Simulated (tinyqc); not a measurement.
Growth with time: grain growth, pinning, strength and diffusional creep of a polycrystal or thin film. Computed by tinyqc, a small Python program. Command: `OMP_NUM_THREADS=1 python tinyqc.py 3025723 3025724 out.jsonl grain walk`. One thread of a shared host (Intel(R) Xeon(R) Processor @ 2.30GHz), about 0.01 s of CPU time with the checks.

One mean grain size d describes the structure.

Inputs (values chosen for the exercise, modelled on copper):
```
quantity                                    value       unit
boundary energy gamma                        0.65      J/m^2
mobility prefactor M0                     2.3e-06  m^4/(J s)
activation energy of boundary motion Q_m     1.29         eV
anneal temperature T                          639          K
initial grain size d0                          31         nm
particle volume fraction f                 0.0019          -
particle radius r                             2.8         nm
film thickness h                             1100         nm
surface energy gamma_s                        1.8      J/m^2
```

Sample: thin film on a substrate.

Constants: k_B = 8.617333262e-05 eV/K.

Method. M = M0 exp(-Q_m/(k_B T)). The driving pressure is 2 gamma/d. Zener pinning pressure 3 f gamma/(2 r) stops growth at d_Z = 4 r/(3 f). Grooves where boundaries meet the surface have the angle theta = arcsin(gamma/(2 gamma_s)) and are taken to stop growth at d_h = h/(2 theta), a few film thicknesses; the limit is 1/d_lim = 1/d_Z + 1/d_h. dd/dt = 2 M gamma (1/d - 1/d_lim) integrates to 2 M gamma t = d_lim (d0 - d) + d_lim^2 ln[(d_lim - d0)/(d_lim - d)]; without pinning d^2 = d0^2 + 4 M gamma t.

limit d_lim = 1191.86 nm

mobility M = 1.54002e-16 m^4/(J s)

At T:
```
t (s)  free growth (nm)  pinned growth (nm)  d/d_lim
11                 73.2                71.9  0.06030
35                122.4               118.3  0.09924
110               212.1               199.8  0.16762
350               375.6               337.3  0.28298
1100              664.4               547.1  0.45904
3500             1184.2               829.0  0.69551
11000            2098.9              1090.6  0.91505
35000            3743.7              1188.7  0.99734
```

What follows from these numbers?

The apparent exponent d ln d/d ln t of the pinned growth is at most about 0.46, below the ideal 1/2, and falls to 0.074 in the last rows: pinning hides it late.
